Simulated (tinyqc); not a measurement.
Long-channel MOSFET, surface-potential model: one step of the calculation.

n-channel transistor on a uniformly doped p-type body, gradual-channel approximation, constant mobility, Boltzmann statistics, full ionisation. Potentials are counted from the neutral body; V is the electron quasi-Fermi potential, Vsb at the source and Vsb + Vds at the drain. Charges are magnitudes per area.

Question. Pao-Sah current by Simpson's rule. I = mu (W/L) integral of Qi dV; Simpson's rule on the 11 points, step Vds/10, weights 1, 4, 2, ..., 4, 1 times step/3.

Parameters, values chosen for the exercise; material values close to those of silicon: channel mobility mu = 170 cm^2/(V s); gate width W = 2 um; gate length L = 2 um; drain-source voltage Vds = 1.2 V.

Qi, Pao-Sah, point 0 to 10 (nC/cm^2): [0.15347399, 0.0013326400, 1.1499098e-5, 9.9218120e-8, 8.5608723e-10, 7.3866078e-12, 6.3734130e-14, 5.4991946e-16, 4.7448896e-18, 4.0940499e-20, 3.5324836e-22]

Wanted: Pao-Sah current.

Answer.

Pao-Sah current = 0.001080 uA

Gauss-Legendre quadrature on many points gives 6.609e-4 uA, so this value is 63 % above it; the charge-sheet current, 6.502e-4 uA, is 1.6 % below it.

Program tinyqc, `OMP_NUM_THREADS=1 python tinyqc.py 2360143 2360144 out.jsonl`; Intel Xeon 2.30GHz, shared host, one thread, about 0.05 s.
